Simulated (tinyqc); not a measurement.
Inside a calculation (part 1 of 2). Method: CIS on RHF in the sto-6g basis, for BeH2, spin multiplicity 1. Computed by tinyqc, a small Python program that keeps every step (integrals from PySCF). Settings: charge = 0, multiplicity = 1, basis = sto-6g, method = RHF, energy threshold = 1e-10, iteration cap = 83, orthogonalisation = canonical, start = core, DIIS depth = 6. Command: `OMP_NUM_THREADS=1 python tinyqc.py 20538 20539 out.jsonl` (the two numbers bound the seeds that draw the settings). One thread of a shared host (Intel(R) Xeon(R) Processor @ 2.60GHz), about 0.1 s of CPU time with the checks. The early iterations of the SCF are left out here.

## One-electron integrals

Geometry (angstrom):

| atom | x | y | z |
|---|---|---|---|
| Be | 0.000000 | 0.000000 | 0.000000 |
| H | 0.000000 | 1.270000 | 0.000000 |
| H | 0.000000 | -1.328000 | 0.000000 |

Basis sto-6g: exponents (1/bohr^2) and contraction coefficients of normalised primitives:

| element | l (shell) | exponent | coefficient |
|---|---|---|---|
| Be | s (1) | 312.870494 | 0.009164 |
| Be | s (1) | 57.364463 | 0.049361 |
| Be | s (1) | 16.048509 | 0.168538 |
| Be | s (1) | 5.513096 | 0.370563 |
| Be | s (1) | 2.140897 | 0.416492 |
| Be | s (1) | 0.881739 | 0.130334 |
| Be | s (2) | 13.633247 | -0.013253 |
| Be | s (2) | 2.698375 | -0.046992 |
| Be | s (2) | 0.838653 | -0.033785 |
| Be | s (2) | 0.322660 | 0.250242 |
| Be | s (2) | 0.140131 | 0.595117 |
| Be | s (2) | 0.064233 | 0.240706 |
| Be | p (3) | 13.633247 | 0.003760 |
| Be | p (3) | 2.698375 | 0.037679 |
| Be | p (3) | 0.838653 | 0.173897 |
| Be | p (3) | 0.322660 | 0.418036 |
| Be | p (3) | 0.140131 | 0.425860 |
| Be | p (3) | 0.064233 | 0.101708 |
| H | s (1) | 35.523221 | 0.009164 |
| H | s (1) | 6.513144 | 0.049361 |
| H | s (1) | 1.822143 | 0.168538 |
| H | s (1) | 0.625955 | 0.370563 |
| H | s (1) | 0.243077 | 0.416492 |
| H | s (1) | 0.100112 | 0.130334 |

Overlap, kinetic and nuclear-attraction integrals over the contracted functions; the nuclear repulsion is the sum of Za Zb / Rab.

nuclear repulsion = 3.46429352 hartree

overlap S:
```
           1Be 1s    1Be 2s   1Be 2px    1Be 2py   1Be 2pz     2H 1s      3H 1s
1Be 1s   1.000000  0.254764  0.000000   0.000000  0.000000  0.084080   0.074014
1Be 2s   0.254764  1.000000  0.000000   0.000000  0.000000  0.489106   0.465526
1Be 2px  0.000000  0.000000  1.000000   0.000000  0.000000  0.000000   0.000000
1Be 2py  0.000000  0.000000  0.000000   1.000000  0.000000  0.543715  -0.528449
1Be 2pz  0.000000  0.000000  0.000000   0.000000  1.000000  0.000000   0.000000
2H 1s    0.084080  0.489106  0.000000   0.543715  0.000000  1.000000   0.044147
3H 1s    0.074014  0.465526  0.000000  -0.528449  0.000000  0.044147   1.000000
```

kinetic energy T (hartree):
```
            1Be 1s     1Be 2s   1Be 2px    1Be 2py   1Be 2pz      2H 1s      3H 1s
1Be 1s    6.768753  -0.207382  0.000000   0.000000  0.000000  -0.013213  -0.013886
1Be 2s   -0.207382   0.220121  0.000000   0.000000  0.000000   0.080097   0.070844
1Be 2px   0.000000   0.000000  0.661265   0.000000  0.000000   0.000000   0.000000
1Be 2py   0.000000   0.000000  0.000000   0.661265  0.000000   0.216511  -0.196942
1Be 2pz   0.000000   0.000000  0.000000   0.000000  0.661265   0.000000   0.000000
2H 1s    -0.013213   0.080097  0.000000   0.216511  0.000000   0.768522  -0.009172
3H 1s    -0.013886   0.070844  0.000000  -0.196942  0.000000  -0.009172   0.768522
```

nuclear attraction V (hartree):
```
             1Be 1s     1Be 2s    1Be 2px    1Be 2py    1Be 2pz      2H 1s      3H 1s
1Be 1s   -15.529943  -1.858378   0.000000  -0.001789   0.000000  -0.676694  -0.592554
1Be 2s    -1.858378  -3.055362   0.000000  -0.006994   0.000000  -1.484298  -1.386569
1Be 2px    0.000000   0.000000  -2.974891   0.000000   0.000000   0.000000   0.000000
1Be 2py   -0.001789  -0.006994   0.000000  -3.215983   0.000000  -1.622845   1.544509
1Be 2pz    0.000000   0.000000   0.000000   0.000000  -2.974891   0.000000   0.000000
2H 1s     -0.676694  -1.484298   0.000000  -1.622845   0.000000  -3.092696  -0.150620
3H 1s     -0.592554  -1.386569   0.000000   1.544509   0.000000  -0.150620  -3.024150
```

core Hamiltonian H = T + V (hartree):
```
            1Be 1s     1Be 2s    1Be 2px    1Be 2py    1Be 2pz      2H 1s      3H 1s
1Be 1s   -8.761190  -2.065760   0.000000  -0.001789   0.000000  -0.689907  -0.606440
1Be 2s   -2.065760  -2.835241   0.000000  -0.006994   0.000000  -1.404201  -1.315725
1Be 2px   0.000000   0.000000  -2.313626   0.000000   0.000000   0.000000   0.000000
1Be 2py  -0.001789  -0.006994   0.000000  -2.554717   0.000000  -1.406334   1.347567
1Be 2pz   0.000000   0.000000   0.000000   0.000000  -2.313626   0.000000   0.000000
2H 1s    -0.689907  -1.404201   0.000000  -1.406334   0.000000  -2.324174  -0.159792
3H 1s    -0.606440  -1.315725   0.000000   1.347567   0.000000  -0.159792  -2.255628
```

## Two-electron integrals

Functions are numbered as in S; the eight-fold symmetry (ij|kl) = (ji|kl) = (kl|ij) leaves the list below.

Two-electron integrals (ij|kl) in chemists' order, unique and non-zero (hartree):
```
(11|11) 2.299996    (21|11) 0.361879    (21|21) 0.071926    (22|11) 0.570332
(22|21) 0.139654    (22|22) 0.417773    (31|31) 0.015252    (32|31) 0.022555
(32|32) 0.092340    (33|11) 0.570332    (33|21) 0.139654    (33|22) 0.417773
(33|33) 0.450117    (41|41) 0.015252    (42|41) 0.022555    (42|42) 0.092340
(43|43) 0.024258    (44|11) 0.570332    (44|21) 0.139654    (44|22) 0.417773
(44|33) 0.401601    (44|44) 0.450117    (51|51) 0.015252    (52|51) 0.022555
(52|52) 0.092340    (53|53) 0.024258    (54|54) 0.024258    (55|11) 0.570332
(55|21) 0.139654    (55|22) 0.417773    (55|33) 0.401601    (55|44) 0.401601
(55|55) 0.450117    (61|11) 0.123996    (61|21) 0.023866    (61|22) 0.045913
(61|33) 0.045539    (61|41) 0.002348    (61|42) 0.004466    (61|44) 0.046660
(61|55) 0.045539    (61|61) 0.008372    (62|11) 0.247458    (62|21) 0.061258
(62|22) 0.193937    (62|33) 0.187231    (62|41) 0.008570    (62|42) 0.046729
(62|44) 0.207348    (62|55) 0.187231    (62|61) 0.022247    (62|62) 0.125243
(63|31) 0.006515    (63|32) 0.028069    (63|43) 0.008541    (63|63) 0.012929
(64|11) 0.249936    (64|21) 0.062767    (64|22) 0.208021    (64|33) 0.195896
(64|41) 0.014078    (64|42) 0.073474    (64|44) 0.232269    (64|55) 0.195896
(64|61) 0.024121    (64|62) 0.153978    (64|64) 0.197718    (65|51) 0.006515
(65|52) 0.028069    (65|54) 0.008541    (65|65) 0.012929    (66|11) 0.411544
(66|21) 0.104040    (66|22) 0.363257    (66|33) 0.337217    (66|41) 0.018751
(66|42) 0.125061    (66|44) 0.415336    (66|55) 0.337217    (66|61) 0.039440
(66|62) 0.287466    (66|64) 0.377762    (66|66) 0.774999    (71|11) 0.108754
(71|21) 0.020953    (71|22) 0.040383    (71|33) 0.040052    (71|41) -0.002066
(71|42) -0.003957   (71|44) 0.041044    (71|55) 0.040052    (71|61) 0.006665
(71|62) 0.016297    (71|64) 0.015897    (71|66) 0.027047    (71|71) 0.006454
(72|11) 0.229921    (72|21) 0.057008    (72|22) 0.182108    (72|33) 0.175616
(72|41) -0.007979   (72|42) -0.044592   (72|44) 0.195092    (72|55) 0.175616
(72|61) 0.017250    (72|62) 0.066256    (72|64) 0.063389    (72|66) 0.114117
(72|71) 0.018242    (72|72) 0.112724    (73|31) 0.005883    (73|32) 0.025788
(73|43) -0.008018   (73|63) 0.005543    (73|73) 0.011215    (74|11) -0.237092
(74|21) -0.059603   (74|22) -0.199228   (74|33) -0.187569   (74|41) 0.013036
(74|42) 0.069882    (74|44) -0.222547   (74|55) -0.187569   (74|61) -0.017231
(74|62) -0.065156   (74|64) -0.058698   (74|66) -0.108965   (74|71) -0.020128
(74|72) -0.141021   (74|74) 0.183507    (75|51) 0.005883    (75|52) 0.025788
(75|54) -0.008018   (75|65) 0.005543    (75|75) 0.011215    (76|11) 0.027067
(76|21) 0.006513    (76|22) 0.018970    (76|33) 0.018619    (76|41) -0.000017
(76|42) -0.000115   (76|44) 0.019672    (76|55) 0.018619    (76|61) 0.002153
(76|62) 0.009057    (76|64) 0.009909    (76|66) 0.017642    (76|71) 0.001900
(76|72) 0.008650    (76|74) -0.009711   (76|76) 0.000881    (77|11) 0.394601
(77|21) 0.099906    (77|22) 0.353653    (77|33) 0.328133    (77|41) -0.017510
(77|42) -0.121734   (77|44) 0.404693    (77|55) 0.328133    (77|61) 0.029623
(77|62) 0.118766    (77|64) 0.110395    (77|66) 0.203608    (77|71) 0.033289
(77|72) 0.271286    (77|74) -0.361940   (77|76) 0.017642    (77|77) 0.774999
```

## Orthogonalisation

S = U s U^T; canonical form X = U s^(-1/2), so that X^T S X = 1. Each column of U has its largest component positive (the first on a tie).

eigenvalues of S: 0.217912  0.330358  0.932336  1.000000  1.000000  1.732206  1.787188

X:
```
                 1          2          3          4         5          6         7
1Be 1s   -0.021922  -0.290196   0.967525   0.000000  0.000000  -0.065540  0.226725
1Be 2s    0.182616   1.261354  -0.101291   0.000000  0.000000  -0.140867  0.486612
1Be 2px   0.000000   0.000000   0.000000   0.999974  0.007260   0.000000  0.000000
1Be 2py   1.482219  -0.141823  -0.007033   0.000000  0.000000   0.524327  0.146482
1Be 2pz   0.000000   0.000000   0.000000  -0.007260  0.999974   0.000000  0.000000
2H 1s    -1.196627  -0.709715  -0.247106   0.000000  0.000000   0.260057  0.440947
3H 1s     0.962442  -0.909933  -0.255144   0.000000  0.000000  -0.458925  0.235483
```

Within a degenerate level the vectors are fixed only up to a rotation; this is one choice.

## Iteration 7 (converged): orbitals

converged F (hartree):
```
            1Be 1s     1Be 2s   1Be 2px    1Be 2py   1Be 2pz      2H 1s      3H 1s
1Be 1s   -4.586862  -1.249032  0.000000  -0.000598  0.000000  -0.418095  -0.368373
1Be 2s   -1.249032  -0.610716  0.000000  -0.008989  0.000000  -0.442918  -0.419547
1Be 2px   0.000000   0.000000  0.207541   0.000000  0.000000   0.000000   0.000000
1Be 2py  -0.000598  -0.008989  0.000000  -0.254985  0.000000  -0.344710   0.336417
1Be 2pz   0.000000   0.000000  0.000000   0.000000  0.207541   0.000000   0.000000
2H 1s    -0.418095  -0.442918  0.000000  -0.344710  0.000000  -0.350112  -0.059784
3H 1s    -0.368373  -0.419547  0.000000   0.336417  0.000000  -0.059784  -0.322489
```

Diagonalise F' = X^T F X, C = X C', fill 3 alpha and 3 beta electrons from the bottom; D = 2 C_occ C_occ^T. Each column has its largest component positive (the first on a tie).

F' = X^T F X (hartree):
```
           1          2          3         4         5          6          7
1   0.982397  -0.036381   0.017227  0.000000  0.000000   0.036529   0.017657
2  -0.036381   0.440658   0.401341  0.000000  0.000000  -0.046010   0.154101
3   0.017227   0.401341  -3.767223  0.000000  0.000000   0.435595  -1.549393
4   0.000000   0.000000   0.000000  0.207541  0.000000   0.000000   0.000000
5   0.000000   0.000000   0.000000  0.000000  0.207541   0.000000   0.000000
6   0.036529  -0.046010   0.435595  0.000000  0.000000  -0.486553   0.207742
7   0.017657   0.154101  -1.549393  0.000000  0.000000   0.207742  -1.191641
```

orbital energies (hartree): MO1 -4.588490, MO2 -0.466029, MO3 -0.430122, MO4 0.207541, MO5 0.207541, MO6 0.476297, MO7 0.985982

coefficients C:
```
               MO1        MO2        MO3        MO4       MO5        MO6        MO7
1Be 1s    0.994599  -0.215163   0.033307   0.000000  0.000000  -0.199624  -0.004148
1Be 2s    0.021517   0.533349  -0.095076   0.000000  0.000000   1.260195   0.095925
1Be 2px   0.000000   0.000000   0.000000  -0.071252  0.997458   0.000000   0.000000
1Be 2py   0.000022   0.082019   0.495383   0.000000  0.000000  -0.040410   1.503245
1Be 2pz   0.000000   0.000000   0.000000   0.997458  0.071252   0.000000   0.000000
2H 1s    -0.001514   0.460966   0.331226   0.000000  0.000000  -0.806465  -1.134085
3H 1s    -0.001891   0.326728  -0.466268   0.000000  0.000000  -0.858996   1.011632
```

D after iteration 7:
```
            1Be 1s     1Be 2s   1Be 2px    1Be 2py   1Be 2pz      2H 1s      3H 1s
1Be 1s    2.073265  -0.193046  0.000000  -0.002251  0.000000  -0.179312  -0.175420
1Be 2s   -0.193046   0.587928  0.000000  -0.006708  0.000000   0.428663   0.437101
1Be 2px   0.000000   0.000000  0.000000   0.000000  0.000000   0.000000   0.000000
1Be 2py  -0.002251  -0.006708  0.000000   0.504263  0.000000   0.403784  -0.408367
1Be 2pz   0.000000   0.000000  0.000000   0.000000  0.000000   0.000000   0.000000
2H 1s    -0.179312   0.428663  0.000000   0.403784  0.000000   0.644405  -0.007655
3H 1s    -0.175420   0.437101  0.000000  -0.408367  0.000000  -0.007655   0.648322
```

Within a degenerate level the vectors are fixed only up to a rotation; this is one choice.

## Convergence

Stop when the energy changes by less than 1e-10 hartree and every element of the error matrix X^T (F D S - S D F) X is below 3e-06.

Course of the cycle:

| iteration | E (hartree) | change | largest element of the error matrix |
|---|---|---|---|
| 1 | -15.32284261 | - | 7.31e-01 |
| 2 | -15.72191353 | -3.99e-01 | 7.45e-02 |
| 3 | -15.72514057 | -3.23e-03 | 2.04e-03 |
| 4 | -15.72514327 | -2.70e-06 | 2.44e-04 |
| 5 | -15.72514334 | -7.78e-08 | 1.51e-05 |
| 6 | -15.72514334 | -1.44e-10 | 4.52e-07 |
| 7 | -15.72514334 | -2.06e-13 | 2.35e-09 |

PySCF RHF in the same basis = -15.72514334 hartree

Converged in 7 iterations.

## Integrals over molecular orbitals

(pq|rs) = sum C_ip C_jq C_kr C_ls (ij|kl), one index at a time.

one-electron integrals over orbitals h = C^T H C (hartree):
```
           1          2          3          4          5          6          7
1  -8.752001   0.224572  -0.035841   0.000000   0.000000   0.200994   0.004135
2   0.224572  -2.499532  -0.012078   0.000000   0.000000  -0.164456  -0.039685
3  -0.035841  -0.012078  -2.453263   0.000000   0.000000   0.051290  -0.267818
4   0.000000   0.000000   0.000000  -2.313626   0.000000   0.000000   0.000000
5   0.000000   0.000000   0.000000   0.000000  -2.313626   0.000000   0.000000
6   0.200994  -0.164456   0.051290   0.000000   0.000000  -1.938754   0.005624
7   0.004135  -0.039685  -0.267818   0.000000   0.000000   0.005624  -1.788202
```

Two-electron integrals over orbitals (pq|rs), unique and non-zero (hartree):
```
(11|11) 2.280390    (21|11) -0.198648   (21|21) 0.027236    (22|11) 0.495017
(22|21) -0.005710   (22|22) 0.422452    (31|11) 0.030977    (31|21) -0.003137
(31|22) 0.005982    (31|31) 0.006733    (32|11) -0.000268   (32|21) 0.003074
(32|22) 0.055698    (32|31) 0.013433    (32|32) 0.148314    (33|11) 0.463528
(33|21) -0.003390   (33|22) 0.398283    (33|31) -0.004027   (33|32) -0.046221
(33|33) 0.454566    (41|41) 0.016050    (42|41) 0.014947    (42|42) 0.048460
(43|41) -0.002427   (43|42) -0.005274   (43|43) 0.015793    (44|11) 0.570047
(44|21) -0.007591   (44|22) 0.371550    (44|31) 0.001146    (44|32) 0.000415
(44|33) 0.359138    (44|44) 0.450117    (51|51) 0.016050    (52|51) 0.014947
(52|52) 0.048460    (53|51) -0.002427   (53|52) -0.005274   (53|53) 0.015793
(54|54) 0.024258    (55|11) 0.570047    (55|21) -0.007591   (55|22) 0.371550
(55|31) 0.001146    (55|32) 0.000415    (55|33) 0.359138    (55|44) 0.401601
(55|55) 0.450117    (61|11) -0.188466   (61|21) 0.026412    (61|22) -0.007486
(61|31) -0.004621   (61|32) -0.000592   (61|33) -0.003784   (61|44) -0.004461
(61|55) -0.004461   (61|61) 0.026307    (62|11) 0.110096    (62|21) -0.007162
(62|22) -0.031567   (62|31) 0.000229    (62|32) -0.016662   (62|33) -0.042891
(62|44) 0.049160    (62|55) 0.049160    (62|61) -0.004381   (62|62) 0.075836
(63|11) -0.027689   (63|21) 0.000816    (63|22) -0.027660   (63|31) -0.002850
(63|32) -0.088026   (63|33) 0.038124    (63|44) -0.012918   (63|55) -0.012918
(63|61) 0.001051    (63|62) -0.004778   (63|63) 0.084363    (64|41) 0.016372
(64|42) 0.046729    (64|43) -0.008401   (64|64) 0.051538    (65|51) 0.016372
(65|52) 0.046729    (65|53) -0.008401   (65|65) 0.051538    (66|11) 0.488538
(66|21) -0.007233   (66|22) 0.397829    (66|31) 0.000320    (66|32) -0.007716
(66|33) 0.414411    (66|44) 0.371189    (66|55) 0.371189    (66|61) -0.006793
(66|62) -0.032916   (66|63) 0.012859    (66|66) 0.415941    (71|11) -0.005245
(71|21) 0.002821    (71|22) 0.006837    (71|31) 0.011389    (71|32) 0.019532
(71|33) -0.006717   (71|44) 3.27e-06    (71|55) 3.27e-06    (71|61) -0.000128
(71|62) -0.000953   (71|63) -0.002020   (71|66) -0.001443   (71|71) 0.022356
(72|11) 0.023661    (72|21) -0.000558   (72|22) -0.019668   (72|31) 0.003239
(72|32) -0.044561   (72|33) 0.007615    (72|44) 0.009536    (72|55) 0.009536
(72|61) -0.000868   (72|62) 0.022496    (72|63) 0.057728    (72|66) -0.002865
(72|71) 0.006752    (72|72) 0.059845    (73|11) 0.135524    (73|21) -0.005068
(73|22) -0.007086   (73|31) -0.000310   (73|32) 0.000378    (73|33) -0.022230
(73|44) 0.056302    (73|55) 0.056302    (73|61) -0.003071   (73|62) 0.068936
(73|63) -0.022261   (73|66) -0.025994   (73|71) -0.001840   (73|72) 0.008413
(73|73) 0.079970    (74|41) 0.000723    (74|42) 0.004487    (74|43) 0.013239
(74|64) 0.001621    (74|74) 0.016435    (75|51) 0.000723    (75|52) 0.004487
(75|53) 0.013239    (75|65) 0.001621    (75|75) 0.016435    (76|11) -0.002255
(76|21) 0.002208    (76|22) 0.047192    (76|31) 0.011341    (76|32) 0.135506
(76|33) -0.047695   (76|44) 0.000621    (76|55) 0.000621    (76|61) -0.000734
(76|62) -0.013530   (76|63) -0.093843   (76|66) -0.011143   (76|71) 0.016584
(76|72) -0.057422   (76|73) 0.003928    (76|76) 0.140755    (77|11) 0.582186
(77|21) -0.008546   (77|22) 0.438173    (77|31) 0.002039    (77|32) 0.014946
(77|33) 0.447819    (77|44) 0.393083    (77|55) 0.393083    (77|61) -0.008889
(77|62) -0.040137   (77|63) -0.002699   (77|66) 0.440465    (77|71) 0.000467
(77|72) -0.011936   (77|73) -0.013533   (77|76) 0.009863    (77|77) 0.496325
```

## CIS matrix, singlets

A(ia,jb) = (e_a - e_i) d_ij d_ab + 2 (ia|jb) - (ij|ab).

CIS matrix A, singlet (hartree):
```
           1>4        1>5        1>6        1>7        2>4        2>5        2>6        2>7
1>4   4.258084   0.000000   0.000000   0.000000   0.037485   0.000000   0.000000   0.000000
1>5   0.000000   4.258084   0.000000   0.000000   0.000000   0.037485   0.000000   0.000000
1>6   0.000000   0.000000   4.628862   0.002000   0.000000   0.000000  -0.001530  -0.003944
1>7   0.000000   0.000000   0.002000   5.036998   0.000000   0.000000  -0.004115   0.022050
2>4   0.037485   0.000000   0.000000   0.000000   0.398941   0.000000   0.000000   0.000000
2>5   0.000000   0.037485   0.000000   0.000000   0.000000   0.398941   0.000000   0.000000
2>6   0.000000   0.000000  -0.001530  -0.004115   0.000000   0.000000   0.696168  -0.002200
2>7   0.000000   0.000000  -0.003944   0.022050   0.000000   0.000000  -0.002200   1.133528
3>4  -0.006000   0.000000   0.000000   0.000000  -0.010964   0.000000   0.000000   0.000000
3>5   0.000000  -0.006000   0.000000   0.000000   0.000000  -0.010964   0.000000   0.000000
3>6   0.000000   0.000000   0.001782  -0.015381   0.000000   0.000000  -0.001839  -0.020049
3>7   0.000000   0.000000  -0.017483  -0.005720   0.000000   0.000000   0.002365   0.001881

           3>4        3>5        3>6        3>7
1>4  -0.006000   0.000000   0.000000   0.000000
1>5   0.000000  -0.006000   0.000000   0.000000
1>6   0.000000   0.000000   0.001782  -0.017483
1>7   0.000000   0.000000  -0.015381  -0.005720
2>4  -0.010964   0.000000   0.000000   0.000000
2>5   0.000000  -0.010964   0.000000   0.000000
2>6   0.000000   0.000000  -0.001839   0.002365
2>7   0.000000   0.000000  -0.020049   0.001881
3>4   0.310110   0.000000   0.000000   0.000000
3>5   0.000000   0.310110   0.000000   0.000000
3>6   0.000000   0.000000   0.660733   0.003174
3>7   0.000000   0.000000   0.003174   1.128225
```
